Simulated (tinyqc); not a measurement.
What each parameter of the potential does: deformation potentials from a strained empirical pseudopotential.

Diamond lattice, no spin-orbit coupling. Atomic form factor V(q) = a1 (q^2 - a2)/(a3 exp(a4 q^2) - 1) in rydberg with q in 1/bohr, for the unstrained cell. Under a strain e the reciprocal vectors and k go over into (1 + e)^(-1) G, the atoms sit at +/- tau with tau = (1 + e) a (1,1,1)/8 - zeta a (eyz, ezx, exy)/4, and H(G,G') = c |k + G|^2 delta + (V(q)/det(1 + e)) cos(q.tau), q = G - G', with the term q = 0 left out; c = hbar^2/2m0. The basis is fixed before straining: all G with |k + G|^2 up to 16 (2 pi/a)^2. k is given in units of 2 pi/a of the unstrained cell.

Constants: hbar^2/2m0 = 3.80998211 eV angstrom^2; Ry = 13.60569312 eV; a0 (Bohr radius) = 0.5291772105 angstrom.

Inputs chosen for the exercise (a germanium-sized cell with gaps well above those of Ge; not measured data):
- a = 5.668 angstrom (lattice constant)
- a1 = 0.397
- a2 = 2.442
- a3 = 2.045
- a4 = 0.455
- kD = 0.82 2 pi/a (position of the Delta minimum)

Gaps from the valence top to level 5 at Gamma and level 5 at (kD,0,0) and L, and their deformation potentials [E(+h) - E(-h)]/(3 ln((1 + h)/(1 - h))) for e = +/- h 1, h = 0.002. The row for the lattice constant keeps V(q) without the volume factor, so it is not a strain.

One parameter was then changed.

Results before and after:

| case | Gamma (eV) | Delta (eV) | L (eV) | potential Gamma (eV) | potential Delta (eV) | potential L (eV) |
|---|---|---|---|---|---|---|
| base | 1.478 | 1.420 | 1.182 | -9.06 | 0.71 | -3.01 |
| changed | 1.539 | 1.496 | 1.245 | -9.21 | 0.62 | -3.11 |

Which of these changes was made? (a) a2 = 2.418; (b) a = 5.611 angstrom; (c) a3 = 2.025; (d) a4 = 0.45; (e) a1 = 0.401.

Answer: (d) a4 = 0.45. Of the candidates, run in turn, only this one gives the changed row.

All candidates:

| case | Gamma (eV) | Delta (eV) | L (eV) | potential Gamma (eV) | potential Delta (eV) | potential L (eV) |
|---|---|---|---|---|---|---|
| base | 1.478 | 1.420 | 1.182 | -9.06 | 0.71 | -3.01 |
| a = 5.611 angstrom | 1.682 | 1.178 | 1.127 | -8.87 | 1.03 | -2.81 |
| a1 = 0.401 | 1.500 | 1.491 | 1.230 | -9.15 | 0.68 | -3.05 |
| a2 = 2.418 | 1.619 | 1.358 | 1.200 | -9.02 | 0.78 | -2.97 |
| a3 = 2.025 | 1.497 | 1.516 | 1.243 | -9.16 | 0.69 | -3.05 |
| a4 = 0.45 | 1.539 | 1.496 | 1.245 | -9.21 | 0.62 | -3.11 |

Computed by tinyqc, a small Python program: `OMP_NUM_THREADS=1 python tinyqc.py 1880932 1880933 out.jsonl` (the numbers bound the seed that draws the inputs); one thread of a shared host (Intel(R) Xeon(R) Processor @ 2.30GHz), about 0.2 s for the whole set of steps.
